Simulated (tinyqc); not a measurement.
Inside a calculation. Model: octagonal on-chip spiral inductor, lumped pi model.

Computed by the program tinyqc: `OMP_NUM_THREADS=1 python tinyqc.py 2302132 2302133 out.jsonl`, one thread of a shared Intel Xeon 2.30GHz, about 0.01 s for the whole run. Printed values are rounded.

Outer diameter do = di + 2 n wd + 2 (n - 1) sp, mean da = (do + di)/2, fill p = (do - di)/(do + di), length l = 3.314 n da. L = 2.25 mu0 n^2 da/(1 + 3.55 p), mu0 = 4 pi 1e-7 H/m. Rs = rho l/(wd delta (1 - exp(-th/delta))), delta = sqrt(rho/(pi f mu0)). Cs = n wd^2 eps0 eo/hu across the coil. At each end Cox = l wd eps0 eo/(2 ho) leads to the substrate branch Rsi = 2 rs he/(l wd) in parallel with Csi = l wd eps0 11.7/(2 he). With one end grounded Y = 1/(Rs + i w L) + i w Cs + 1/[1/(i w Cox) + 1/(1/Rsi + i w Csi)], w = 2 pi f; Q = -Im Y/Re Y. Eddy currents in neighbouring turns and in the substrate are left out.

Values chosen for this exercise; values of the order met in silicon radio-frequency processes:
```
symbol,value,unit,meaning
n,6.5,,number of turns
wd,10,um,line width
sp,3,um,space between turns
di,140,um,inner diameter
th,0.9,um,metal thickness
rho,3,uohm cm,metal resistivity
ho,7.8,um,oxide below the coil
hu,1.1,um,oxide between coil and underpass
eo,4.1,,relative permittivity of the oxide
rs,1000,ohm cm,substrate resistivity
he,50,um,effective spreading depth in the substrate
f,0.99,GHz,frequency
```

Constants: eps0 = 8.8541878128e-12 F/m. Results are converted to the units shown.

## Geometry and model elements

do, l, L, delta, Rs, Cs, Cox, Rsi and Csi as defined.

do = 303 um
l = 4771.332 um
L = 11.47346 nH
delta = 2.770532 um
Rs = 18.62731 ohm
Cs = 21.45128 fF
Cox = 111.0319 fF
Rsi = 20958.51 ohm
Csi = 49.42813 fF

Rs is 1.17 times the direct-current value in this empirical form, which overstates the skin effect of a flat slab when delta is near th and so stands in for some current crowding.

## Admittance, quality factor and apparent inductance

Series branch 1/(Rs + i w L), substrate branch, total Y, Q = -Im Y/Re Y, apparent inductance Im(1/Y)/w, metal-only value w L/Rs, share of the loss in the substrate Re(substrate branch)/Re Y.

series branch = 3.42382-13.11807i mS
substrate branch = 0.0227934+0.2138399i mS
Y = 3.44661-12.77080i mS
Q = 3.705320
apparent inductance = 11.73366 nH
w L/Rs = 3.831416
share of the loss in the substrate = 0.6613290 %

Q is 96.7 % of the metal-only value.
